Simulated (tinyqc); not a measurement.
Bottom-up copper filling of a trench by curvature-enhanced accelerator coverage: one step, computed by the program tinyqc.

A rectangular trench keeps vertical walls and a flat floor. An accelerator floats on the surface; where area is lost in the corners it is passed on to the floor.

Task: First rates. Kinetic current i_k = [i_0 (1 - theta) + i_1 theta] exp(alpha eta/(k_B T)), limit i_L = 2 F D C/delta, i = 1/(1/i_k + 1/i_L); velocity v = i Omega/(2F), Omega = 7.11 cm^3/mol, F = e N_A. Depletion inside the trench is ignored. At the start theta_b = theta_s = theta_0 and x = w/2: d theta_b/dt = k_a (1 - theta_0) + 2 theta_0 v/x (theta_b on the floor, theta_s on the walls, x the half width). At this initial relative rate the doubling time without adsorption would be x ln2/(2 v).

Inputs (values chosen for the exercise, close to those used for damascene copper plating):
```
quantity,value,unit
trench width w,140,nm
starting coverage theta_0,0.02,-
adsorption rate k_a,0,1/s
temperature T,298,K
```

velocity at theta_0 = 0.1676427 nm/s

Give: rate from adsorption; rate from area loss; doubling time.

Result:

rate from adsorption = 0 1/s

rate from area loss = 9.580e-05 1/s

doubling time = 144.7 s
